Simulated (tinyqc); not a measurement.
From coupling constant alpha back to band mass m*: Froehlich polaron in a polar crystal. Computed by tinyqc, a small Python program. Command: `OMP_NUM_THREADS=1 python tinyqc.py 3018316 3018317 out.jsonl frohlich inv`. One thread of a shared host (Intel(R) Xeon(R) Processor @ 2.30GHz), about 0.06 s of CPU time with the checks.

One electron in a parabolic band of mass m*, coupled to dispersionless LO phonons in the continuum model. Energies are in units of hbar omega unless marked, wave numbers in k_0 = sqrt(2 m* omega/hbar).

Inputs (values chosen for the exercise, modelled on tin dioxide): LO phonon energy hbar omega = 75.4 meV; eps_inf = 3.94; static dielectric constant eps_s = 11.9.

Constants: hbar^2/(2 m_0) = 3.80998212 eV angstrom^2; e^2/(4 pi eps_0) = 14.39964548 eV angstrom.

Method. 1/eps* = 1/eps_inf - 1/eps_s; k_0 = sqrt(2 m* omega/hbar) = sqrt(m* hbar omega / (hbar^2/(2 m_0))) with m* in m_0; alpha = (e^2/(4 pi eps_0)) k_0/(2 eps* hbar omega); polaron length 1/k_0.

Task: A run gave the result below. Find the band mass m*, known to lie between 0.18 and 0.43 m_0.

coupling constant alpha = 1.135031

Result:

Each step takes the trial c = (a f_b - b f_a)/(f_b - f_a), f being the result less the target and a, b, c the logarithms of the listed values; c replaces end b, the old b replaces a if the sign of f changed, and otherwise f_a is halved.

Scan of the range:
```
band mass m* (m_0)  coupling constant alpha
0.180                               0.96757
0.208                               1.04010
0.241                               1.11957
0.278                               1.20245
0.322                               1.29411
0.372                               1.39096
0.430                               1.49547
```

False position (Illinois rule, in the logarithm of the input) inside the bracket:
```
step     end a     end b     trial  coupling constant alpha
1     0.241000  0.278000  0.247506                  1.13459
2     0.278000  0.247506  0.247695                  1.13502
3     0.278000  0.247695  0.247705                  1.13504
4     0.247695  0.247705  0.247700                  1.13503
```

Coupling constant alpha rises at every point of a 13-point scan of the range (every second point is shown), so one value fits; it is bracketed by 0.241 and 0.278. The scan shows a pure power law with exponent 0.5000, so scaling from any one row also gives the answer directly. Answer: band mass m* = 0.2477 m_0.
